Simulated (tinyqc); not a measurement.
Inside a calculation. Method: plane-wave Kohn-Sham cycle with exchange-only LDA in a layered model solid. One step of it, computed by the program tinyqc.

Question. Iteration 2: levels at that k. Diagonalise the Hermitian matrix.

H (hartree), lower triangle:
```
           -2         -1         +0         +1        +2
-2   0.652505
-1  -0.064279  -0.017681
+0  -0.059739  -0.064279  -0.241077
+1  -0.000058  -0.059739  -0.064279  -0.017681
+2  -0.000009  -0.000058  -0.059739  -0.064279  0.652505
```

Give: eigenvalues.

Answer.

eigenvalues (hartree): -0.2929  -0.0378  0.0354  0.6592  0.6646
